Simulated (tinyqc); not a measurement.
sp3s* tight binding: one step. Levels at this k. The numbers come from values chosen for the exercise (near a published set for SiC, fitted to gaps, whose masses and valley positions are rough).

H(k) (eV):
```
             sa          xa          ya          za         s*a          sc         xc         yc         zc
sa    -8.520000           0           0           0           0   -2.117648  3.600908i  3.600908i  -7.975128
xa            0    2.147000           0           0           0  -3.408505i   0.513113  -4.875950  2.201576i
ya            0           0    2.147000           0           0  -3.408505i  -4.875950   0.513113  2.201576i
za            0           0           0    2.147000           0    7.549001  2.201576i  2.201576i   0.513113
s*a           0           0           0           0    9.749000           0  3.247606i  3.247606i  -7.192650
sc    -2.117648   3.408505i   3.408505i    7.549001           0   -4.908000          0          0          0
xc   -3.600908i    0.513113   -4.875950  -2.201576i  -3.247606i           0   4.323000          0          0
yc   -3.600908i   -4.875950    0.513113  -2.201576i  -3.247606i           0          0   4.323000          0
zc    -7.975128  -2.201576i  -2.201576i    0.513113   -7.192650           0          0          0   4.323000
s*c           0   1.676123i   1.676123i    3.712201           0           0          0          0          0

            s*c
sa            0
xa   -1.676123i
ya   -1.676123i
za     3.712201
s*a           0
sc            0
xc            0
yc            0
zc            0
s*c    9.376000
```

Problem. Diagonalise H, which belongs to k = (0.73, 0.73, 0) (2 pi/a). Four bands are filled (two electrons each); give the make-up of band 5, the lowest empty one.

Give: levels; weights of band 5; weight of band 5 on atom a.

Solution.

levels (eV): -14.7387  -11.0992  -2.9452  -2.2628  2.5740  5.3618  8.7328  9.4042  12.6708  17.4092

weights of band 5: s 0.238, p 0.319, s* 0.443

weight of band 5 on atom a = 0.682

The vertical gap at this k is 4.8368 eV; band 5 is mostly s*-like.

Run: tinyqc, `OMP_NUM_THREADS=1 python tinyqc.py 1451194 1451195 out.jsonl`; Intel(R) Xeon(R) Processor @ 2.30GHz, one thread, shared host; about 0.05 s of CPU time with all checks.
